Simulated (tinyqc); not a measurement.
On-chip power grid, static voltage drop by conjugate gradients: one step of the calculation.

A grid of 3 rows and 3 columns, node k = 3 row + column. Neighbours in a row are joined by Rx, in a column by Ry; pad nodes, which reach the supply through Rp: 0, 8. Each node draws I0, node 6 draws kh I0. The drops u = Vdd - V solve G u = i, with G the conductance matrix (1/Rp added on the diagonal at pad nodes).

Problem. Diagonal of G, loads and first direction. G_kk = sum of the conductances at node k. Start u = 0, so the residual is r = i; p = r.

Parameters, values chosen for the exercise: resistance of a horizontal segment Rx = 0.21 ohm; resistance of a vertical segment Ry = 0.17 ohm; resistance from a pad node to the supply Rp = 0.065 ohm; load current of an ordinary node I0 = 1.3 mA; factor on the load at the hot node kh = 3.

Find: G_kk; r at the start; p at the start.

Solution.

G_kk (S):

|  | col 0 | col 1 | col 2 |
|---|---|---|---|
| row 0 | 26.029 | 15.406 | 10.644 |
| row 1 | 16.527 | 21.289 | 16.527 |
| row 2 | 10.644 | 15.406 | 26.029 |

r at the start (mA):

|  | col 0 | col 1 | col 2 |
|---|---|---|---|
| row 0 | 1.3000 | 1.3000 | 1.3000 |
| row 1 | 1.3000 | 1.3000 | 1.3000 |
| row 2 | 3.9000 | 1.3000 | 1.3000 |

p at the start (mA):

|  | col 0 | col 1 | col 2 |
|---|---|---|---|
| row 0 | 1.3000 | 1.3000 | 1.3000 |
| row 1 | 1.3000 | 1.3000 | 1.3000 |
| row 2 | 3.9000 | 1.3000 | 1.3000 |

Numbers from tinyqc (`OMP_NUM_THREADS=1 python tinyqc.py 2770181 2770182 out.jsonl`; about 0.08 s on one thread of a shared Intel Xeon 2.30GHz).
